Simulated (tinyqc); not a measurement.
Formation energy of a charged point defect from supercell energies: one step, computed by the program tinyqc.

The host is a compound AB. Making the defect adds n_A = 1, n_B = -1 atoms to the cell. All total energies are inputs. E_F is counted from the valence-band maximum (VBM); x = 0 is A-rich and x = 1 B-rich growth.

Question. Transition levels and the lower envelope. eps(q/q') = [E_f(q', 0) - E_f(q, 0)]/(q - q'). U of state q is eps(q/q-1) - eps(q+1/q). The stable state at each E_F is the lowest line E_f(q, 0) + q E_F.

Inputs (values chosen for the exercise, for a model compound AB): gap E_g = 5.21 eV.

Defect: A on a B site. Supercell lattice: bcc.

E_f(q, 0) (eV): (q=+2) 5.09558, (q=+1) 5.53064, (q=0) 6.20600, (q=-1) 8.82364, (q=-2) 12.16758

Give: One-electron levels above the VBM (eV); Stable states.

Answer.

One-electron levels above the VBM (eV):
```
level    energy  U of the state between this level and the next
(+2/+1)  0.4351                                          0.2403
(+1/0)   0.6754                                          1.9423
(0/-1)   2.6176                                          0.7263
(-1/-2)  3.3439                                               -
```

Stable states:
```
q   from E_F (eV)  to E_F (eV)
+2         0.0000       0.4351
+1         0.4351       0.6754
0          0.6754       2.6176
-1         2.6176       3.3439
-2         3.3439       5.2100
```

Stable in the gap, from the VBM up: +2, +1, 0, -1, -2.
